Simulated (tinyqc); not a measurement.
Starting guesses with DIIS over 6 matrices: SCF starting guesses in the 6-31g basis, for H3+, spin multiplicity 1. Computed by the program tinyqc with PySCF. 

Geometry (angstrom):
```
atom       x       y        z
H     0.0000  0.0000   0.0000
H     0.0000  0.0000   0.8630
H     0.0000  0.0000  -0.8630
```

lowest restricted solution found by these runs and by PySCF = -1.217354 hartree

RHF with one setting changed at a time; a run stops when the energy changes by less than 1e-09 hartree and the error matrix is below 1e-5. Starts: the lowest orbitals of the core Hamiltonian, of the Wolfsberg-Helmholz matrix (K = 1.75), projected atomic densities, random orbitals, and the highest orbitals of the core Hamiltonian (a deliberately bad start).

Largest element of the error matrix X^T (FDS - SDF) X:
```
iteration     core  Wolfsberg-Helmholz  atomic densities   random  highest core orbitals
1          2.4e-01             1.4e-01           1.4e-01  4.6e-01                1.3e-01
2          2.5e-02             2.7e-02           1.9e-02  2.0e-01                3.9e-02
3          1.1e-03             6.8e-04           1.5e-03  1.8e-02                1.1e-02
4          5.5e-05             8.6e-05           1.1e-04  3.6e-03                5.0e-04
5          5.8e-06             3.9e-06           4.0e-06  7.3e-05                1.7e-05
6          3.3e-09             6.3e-10           1.2e-07  9.5e-06                2.3e-06
```

How each run ends:
```
run                    iterations  E (hartree)         state
core                            6    -1.217354  lowest found
Wolfsberg-Helmholz              6    -1.217354  lowest found
atomic densities                6    -1.217354  lowest found
random                          7    -1.217354  lowest found
highest core orbitals           6    -1.217354  lowest found
```

5 of 5 runs reach the lowest restricted solution found, in 6 to 7 iterations (fastest: core, Wolfsberg-Helmholz, atomic densities, highest core orbitals). The first errors are 2e-01, 1e-01, 1e-01, 5e-01, 1e-01.
